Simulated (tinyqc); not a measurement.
# Thin-body transistor below threshold, two-dimensional Poisson equation on a small mesh: what changes with what

A thin body on a thick buried insulator of low permittivity, taken as carrying no normal field at the bottom of the body (row 0). Mobile charge is neglected (subthreshold), the body is fully depleted, and potentials are counted from the intrinsic level; rows run upward to the gate, columns from source to drain.

Values chosen for this exercise; semiconductor permittivity close to that of silicon: temperature T = 325 K; relative permittivity of the semiconductor eps_r = 11.8; relative permittivity of the insulator eox = 22; body thickness tb = 8 nm; insulator thickness tox = 6.6 nm; channel length L = 49 nm; acceptor density of the depleted body Na = 0 cm^-3; potential of the source Vbi = 0.51 V; gate offset Vfb = -0.08 V; gate voltage Vg = 0.1 V; drain voltage Vd = 0.7 V.

Constants: q = 1.602176634e-19 C, kB = 1.380649e-23 J/K, Vt = kB T/q, eps0 = 8.8541878128e-14 F/cm where lengths are in cm. Results are converted to the units shown.

Each table varies one quantity; the others keep the values above.

## Effect of the body thickness

Mesh: rows i = 0..12 in the semiconductor (step hs = tb/12, row 12 on the interface), then 8 step(s) ho = tox/8 up to the gate row 20; columns j = 0..80 (step hy = L/80). Box integration, divided by eps0: up_i = eps hy/h of the interval above row i, dn_i = that of the interval below (0 for row 0), lat_i = (sum of eps h/2 over the intervals above and below)/hy, s_i = -q Na w_i hy/eps0 with w_i the semiconductor height of the box (hs/2 for row 0 and the interface row, hs between, 0 in the insulator). Each free node obeys (up + dn + 2 lat) psi = up psi(above) + dn psi(below) + lat [psi(left) + psi(right)] + s. Fixed values: gate row Vg - Vfb; column 0 at Vbi and the last column at Vbi + Vd in the semiconductor, each running linearly to Vg - Vfb across the insulator. The system is solved directly. On row 0 the minimum of psi and its place come from a parabola through the three lowest nodes; barrier = Vbi - minimum, swing = Vt ln 10/(d psi/dVg), DIBL = (d psi/dVd)/(d psi/dVg) there. Lambda = pi/k with k the smallest positive root of tan(k tox) tan(k tb) = eox/eps_r.

Effect of the body thickness:

| tb (nm) | L/Lambda | barrier (V) | place y/L | swing (mV/decade) | DIBL (mV/V) |
|---|---|---|---|---|---|
| 3.2 | 2.892 | 0.3166 | 0.4372 | 66.26 | 6.667 |
| 4.2 | 2.673 | 0.3099 | 0.4320 | 67.19 | 10.14 |
| 5.6 | 2.395 | 0.2970 | 0.4239 | 69.05 | 17.10 |
| 7.4 | 2.090 | 0.2745 | 0.4122 | 72.57 | 30.11 |
| 9.7 | 1.778 | 0.2381 | 0.3951 | 79.17 | 53.82 |
| 13 | 1.451 | 0.1783 | 0.3664 | 93.58 | 101.9 |

As tb goes from 3.2 to 13 nm, the barrier falls from 0.317 to 0.178 V, the swing rises from 66.3 to 93.6 mV a decade and DIBL rises from 6.67 to 102 mV/V; the ideal swing is 64.5. L/Lambda goes from 2.9 to 1.5. For tb = 3.2 to 4.2 nm the body is under 5 nm thick, where quantum confinement matters.

## Effect of the gate voltage

Same model as above.

Effect of the gate voltage:

| Vg (V) | L/Lambda | barrier (V) | place y/L | swing (mV/decade) | DIBL (mV/V) |
|---|---|---|---|---|---|
| -0.2 | 2.000 | 0.5289 | 0.4396 | 73.15 | 42.88 |
| -0.12 | 2.000 | 0.4585 | 0.4336 | 73.29 | 41.37 |
| -0.04 | 2.000 | 0.3881 | 0.4263 | 73.48 | 39.59 |
| 0.04 | 2.000 | 0.3181 | 0.4169 | 73.76 | 37.44 |
| 0.12 | 2.000 | 0.2483 | 0.4044 | 74.18 | 34.80 |
| 0.2 | 2.000 | 0.1791 | 0.3869 | 74.91 | 31.42 |

Read the table: what changes, and by how much?

As Vg goes from -0.2 to 0.2 V, the barrier falls from 0.529 to 0.179 V, the swing rises from 73.2 to 74.9 mV a decade and DIBL falls from 42.9 to 31.4 mV/V; the ideal swing is 64.5. The barrier top moves from y/L = 0.440 to 0.387, towards the source.

## Effect of the relative permittivity of the insulator

Same model as above.

Result of one run:

| eox | L/Lambda | barrier (V) | place y/L | swing (mV/decade) | DIBL (mV/V) |
|---|---|---|---|---|---|
| 8.8 | 1.523 | 0.2112 | 0.3780 | 84.95 | 74.00 |

What becomes of these results when the relative permittivity of the insulator eox is changed from 8.8 to 3.9, all else the same?

Result of the changed run:

| eox | L/Lambda | barrier (V) | place y/L | swing (mV/decade) | DIBL (mV/V) |
|---|---|---|---|---|---|
| 3.9 | 1.118 | 0.1270 | 0.3248 | 112.3 | 155.4 |

The whole series:

| eox | L/Lambda | barrier (V) | place y/L | swing (mV/decade) | DIBL (mV/V) |
|---|---|---|---|---|---|
| 3.9 | 1.118 | 0.1270 | 0.3248 | 112.3 | 155.4 |
| 5.9 | 1.318 | 0.1737 | 0.3564 | 94.91 | 106.2 |
| 8.8 | 1.523 | 0.2112 | 0.3780 | 84.95 | 74.00 |
| 13 | 1.729 | 0.2394 | 0.3934 | 78.90 | 53.01 |
| 20 | 1.952 | 0.2618 | 0.4057 | 74.73 | 38.00 |
| 30 | 2.150 | 0.2762 | 0.4141 | 72.30 | 29.02 |

As eox goes from 3.9 to 30, the barrier rises from 0.127 to 0.276 V, the swing falls from 112 to 72.3 mV a decade and DIBL falls from 155 to 29.0 mV/V; the ideal swing is 64.5. L/Lambda goes from 1.1 to 2.1. At eox = 3.9 the barrier is under 6 Vt, so mobile charge, neglected here, begins to count.

tinyqc, about 0.1 s, one thread, Intel Xeon 2.30GHz (shared host): `OMP_NUM_THREADS=1 python tinyqc.py 2480141 2480142 out.jsonl`
